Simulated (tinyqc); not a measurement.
Thermal stress, cracking, delamination and buckling of a thin film; Griffith cracks and misfitting inclusions. Changing the substrate Young's modulus E_s. Computed by tinyqc, a small Python program. Command: `OMP_NUM_THREADS=1 python tinyqc.py 3000124 3000125 out.jsonl filmcrack sweep`. One thread of a shared host (Intel(R) Xeon(R) Processor @ 2.30GHz), about 0.01 s of CPU time with the checks.

Isotropic linear elasticity; the substrate is much thicker than the film; stress is positive in tension.

Inputs (values chosen for the exercise, for a model film): film Young's modulus E = 83.3 GPa; film Poisson ratio nu = 0.17; film expansion alpha_f = 0.378 1e-6/K; substrate expansion alpha_s = 3.5 1e-6/K; deposition temperature T_d = 700 K; final temperature T = 300 K; intrinsic stress = -210 MPa; film thickness h = 1.7 micrometre; substrate Poisson ratio nu_s = 0.21; inclusion radius R = 1.6 micrometre.

Inclusion: long cylinder (a filled via).

Method:
- Thermal strain = (alpha_f - alpha_s)(T_d - T); stress = E/(1 - nu) x strain + intrinsic stress; plane-strain modulus Ebar = E/(1 - nu^2); G0 = stress^2 h/(2 Ebar) is the energy freed per area when a long strip loses its stress across its width.
- Dundurs alpha = (Ebar - Ebar_s)/(Ebar + Ebar_s), with Ebar_s = E_s/(1 - nu_s^2). The channel-crack factor is taken as g = 1.258 (1 - alpha)^(-0.7), a rough interpolation chosen for the exercise (1.258 is the value for matched materials).
- Film material fills a long cylinder of radius R in the substrate, with the misfit e = thermal strain (it wants to shrink if e > 0). With the axial strain held by the substrate, s0 = (1 + nu) e/[(1 + nu)(1 - 2 nu)/E + (1 + nu_s)/E_s]; inside s_rr = s_tt = s0 and s_zz = E e + 2 nu s0; outside s_rr = s0 (R/r)^2, s_tt = -s_rr. Keep-out radius: where |s_rr| falls to 10 MPa (R if it is lower at the wall).

One run for each value:
```
substrate Young's modulus E_s (GPa)  Dundurs alpha  factor g  radial stress at the wall s0 (MPa)
5.0                                         0.8851     5.719                                -5.8
8.6                                         0.8101     4.025                                -9.7
15.0                                        0.6907     2.860                               -16.2
26.0                                        0.5185     2.098                               -26.2
45.0                                        0.2913     1.601                               -40.4
130.0                                      -0.2264     1.091                               -78.6
230.0                                      -0.4744     0.959                              -100.6
400.0                                      -0.6598     0.882                              -118.8
```

Give the missing row, substrate Young's modulus E_s (GPa) = 77.0.

Computed row:
```
substrate Young's modulus E_s (GPa)  Dundurs alpha  factor g  radial stress at the wall s0 (MPa)
77.0                                        0.0314     1.286                               -58.5
```

Interpolating between the two neighbouring rows (the first column on a logarithmic scale, the others too where they are positive) misses most in Dundurs alpha, by 7.2 %. Over the rows, Dundurs alpha falls from 0.885 to -0.660; factor g falls from 5.72 to 0.882 (exponent d ln y / d ln x -0.65 between the first rows and -0.15 between the last); radial stress at the wall s0 (MPa) falls from -5.81 to -119 (exponent d ln y / d ln x 0.95 between the first rows and 0.30 between the last).
